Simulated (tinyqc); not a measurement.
MP2 on RHF in the 3-21g basis, for H2, spin multiplicity 1, step by step. One step of it, computed by the program tinyqc.

Problem. Orthogonalisation. S = U s U^T; symmetric (Loewdin) form X = U s^(-1/2) U^T, so that X^T S X = 1.

overlap S:
```
          1H 1s     1H 2s     2H 1s     2H 2s
1H 1s  1.000000  0.645899  0.249137  0.406485
1H 2s  0.645899  1.000000  0.406485  0.755424
2H 1s  0.249137  0.406485  1.000000  0.645899
2H 2s  0.406485  0.755424  0.645899  1.000000
```

Give: eigenvalues of S; X.

Solution.

eigenvalues of S: 0.149  0.420  0.846  2.585

X:
```
        1H 1s   1H 2s   2H 1s   2H 2s
1H 1s   1.241  -0.482  -0.051   0.034
1H 2s  -0.482   1.679   0.034  -0.704
2H 1s  -0.051   0.034   1.241  -0.482
2H 2s   0.034  -0.704  -0.482   1.679
```
